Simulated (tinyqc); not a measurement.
What each form factor does: empirical-pseudopotential levels.

Empirical pseudopotential on the fcc lattice, atoms at +/- tau, tau = a (1,1,1)/8, no spin-orbit coupling. H(G,G') = c (2 pi/a)^2 |k + G|^2 delta + VS(q) cos(q.tau) + i VA(q) sin(q.tau), q = G - G', c = hbar^2/2m0; k and G in units of 2 pi/a; VS at |q|^2 = 3, 8, 11 and VA at 3, 4, 11, in rydberg, zero elsewhere. The basis is fixed: all 65 G with |G|^2 up to Gcut. Energies are counted from the fourth level at Gamma.

Constants: hbar^2/2m0 = 3.80998211 eV angstrom^2; Ry = 13.60569312 eV.

Parameters, chosen for this exercise (near those of Si; not measured data): a = 5.437 angstrom (lattice constant); VS3 = -0.21 Ry; VS8 = 0.039 Ry; VS11 = 0.08 Ry; VA3 = 0 Ry; VA4 = 0 Ry; VA11 = 0 Ry; Gcut = 16 (2 pi/a)^2 (largest |G|^2 of the fixed basis).

Lowest empty singlet and triplet at Gamma and the valence width there (fixed basis); lowest empty level at X = (1,0,0) and L = (1/2,1/2,1/2) from the valence top, these levels and that top with all |k + G|^2 up to 21. Singlet and triplet count orbital degeneracy. VS3 is VS at |q|^2 = 3, and so on. The row for a keeps the form factors fixed, so it is no model of a real expansion, which changes them too.

Results for these values:

| case | singlet (eV) | triplet (eV) | X (eV) | L (eV) | width (eV) |
|---|---|---|---|---|---|
| base | 3.890 | 3.362 | 0.939 | 1.861 | 12.710 |

What happens to each result for VS11 = 0.09 Ry, all else kept?

Answer: singlet rises from 3.890 to 4.393; triplet rises from 3.362 to 3.589; X rises from 0.939 to 1.202; L rises from 1.861 to 2.182; width falls from 12.710 to 12.546.

The same for each parameter in turn:

| case | singlet (eV) | triplet (eV) | X (eV) | L (eV) | width (eV) |
|---|---|---|---|---|---|
| base | 3.890 | 3.362 | 0.939 | 1.861 | 12.710 |
| a = 5.491 angstrom | 3.905 | 3.386 | 1.069 | 1.933 | 12.408 |
| VS3 = -0.2 Ry | 3.949 | 3.218 | 0.694 | 1.767 | 12.767 |
| VS8 = 0.049 Ry | 4.374 | 3.303 | 1.020 | 2.088 | 12.643 |
| VS11 = 0.09 Ry | 4.393 | 3.589 | 1.202 | 2.182 | 12.546 |
| VA3 = 0.03 Ry | 3.925 | 3.384 | 0.677 | 1.855 | 12.713 |
| VA4 = 0.03 Ry | 3.749 | 3.445 | 0.490 | 1.904 | 12.700 |
| VA11 = 0.03 Ry | 3.744 | 3.323 | 0.655 | 1.802 | 12.726 |

In a diamond crystal a small VA enters the levels at Gamma and L only in second order, by symmetry, but splits the degenerate pair at X in first order.

Computed by tinyqc, a small Python program: `OMP_NUM_THREADS=1 python tinyqc.py 1051039 1051040 out.jsonl` (the numbers bound the seed that draws the inputs); one thread of a shared host (Intel(R) Xeon(R) Processor @ 2.30GHz), about 0.6 s for the whole set of steps.
